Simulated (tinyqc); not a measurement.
# Classical Heisenberg spin chain: exact results, Metropolis, heat-bath and over-relaxation steps, and a Monte Carlo run, step by step

A worked calculation. Computed by tinyqc, a small Python program that keeps every step. Command: `OMP_NUM_THREADS=1 python tinyqc.py 3130520 3130521 out.jsonl heismc walk`. One thread of a shared host (Intel(R) Xeon(R) Processor @ 2.30GHz), about 0.2 s of CPU time with the checks. Intermediate numbers are printed to about 6 digits and carried at full precision; extremes and crossings named in words are read from the listed rows.

E = -J sum_i s_i . s_(i+1) for unit vectors s_i on an open chain; K = J/(k_B T).

Inputs (values chosen for the exercise, for a model chain of large moments):
```
quantity,value,unit
coupling J,15,meV
temperature T,219,K
moment mu,2.2,mu_B
length N of the open chain,16,-
seed,856639,-
```

Update: heat bath with over-relaxation.

Constants: k_B = 8.617333262e-05 eV/K; mu_B = 5.7883818060e-05 eV/T.

## Exact results

Each bond angle is independent, so u = <s_i . s_(i+1)> = coth K - 1/K, <s_i . s_(i+n)> = u^n, correlation length xi = -1/ln|u|, energy per bond -J u, heat capacity per bond c/k_B = 1 - K^2/sinh^2 K, and for the long chain chi = mu^2 (1 + u)/(3 k_B T (1 - u)) per spin.

K = 0.794830

u = 0.254416

xi = 0.730576 sites

energy per bond = -3.81624 meV

heat capacity = 0.186427 k_B/bond

chi over the Curie value = 1.68246

chi = 0.00832548 mu_B/T per spin

## Finite chain

For N spins, <|sum s|^2>/N = (1 + u)/(1 - u) - 2 u (1 - u^N)/(N (1 - u)^2); the long chain has (1 + u)/(1 - u), chi over the Curie value, and the difference is relative to it.

<|sum s|^2>/N = 1.62525

difference from the long chain = -3.40030 %

## Four single-spin steps

four neighbouring spins (rows; components x, y, z):
```
,1,2,3
1,-0.6060,0.2427,0.7575
2,0.5442,-0.5977,0.5888
3,0.1138,-0.4893,0.8647
4,-0.7181,-0.1452,0.6806
```

random numbers, one row a step:
```
,1,2,3
1,0.9975,0.9995,0.0350
2,0.4336,0.8282,0.1424
3,0.7236,0.1742,0.3654
4,0.3391,0.9217,0.2276
```

The given spins are first normalised. Spins 2 and 3 are updated in turn, with h = K (sum of the two neighbours). Heat bath: cos(theta) = 1 + ln(1 - r1 (1 - exp(-2 |h|)))/|h| about n = h/|h|, azimuth 2 pi r2 = phi in the frame a = n x z/|n x z|, b = n x a: s = n cos(theta) + sin(theta)(a cos(phi) + b sin(phi)); r1, r2 are the first two numbers of the row. Steps 2 and 4 are reflections, s -> 2 (s . h) h/|h|^2 - s, which keep the energy and use no random number.

Steps:
```
spin,|h|,h . s before,h . s after,move,x,y,z
2,1.36159,0.663383,-1.32664,heat bath,0.179723,0.341829,-0.922417
3,0.49445,-0.291348,-0.29135,reflection,0.906109,0.116800,-0.406601
2,0.46512,-0.116737,-0.11144,heat bath,0.550416,-0.035206,-0.834148
3,0.23070,-0.087904,-0.08790,reflection,-0.465806,0.356883,0.809728
```

## A run and its error bars

From the ordered state (alternating for J < 0), with each spin drawn from exp(h . s), h = K x sum of neighbours, 200 sweeps are discarded and 1600 recorded (even and odd sites in turn, each heat-bath sweep followed by two sweeps of reflections; random numbers not printed, so these rows are one sample). Errors are the scatter of block means over sqrt(number of blocks).

Blocking:
```
block length,mean bond product,error,<|sum s|^2>/N,error
1,0.257659,0.00363610,1.72759,0.0323952
4,0.257659,0.00350476,1.72759,0.0330921
16,0.257659,0.00345907,1.72759,0.0344454
40,0.257659,0.00270068,1.72759,0.0323767
80,0.257659,0.00316233,1.72759,0.0352046
```

With blocks of 40 the bond product is 1.2 error bars from the exact u = 0.2544, and <|sum s|^2>/N is 3.2 from the exact 1.625. Blocking to 40 changes the two errors by factors 0.7 and 1.0.

Checks made by the program: c against a difference of the energy (relative difference 2e-09).
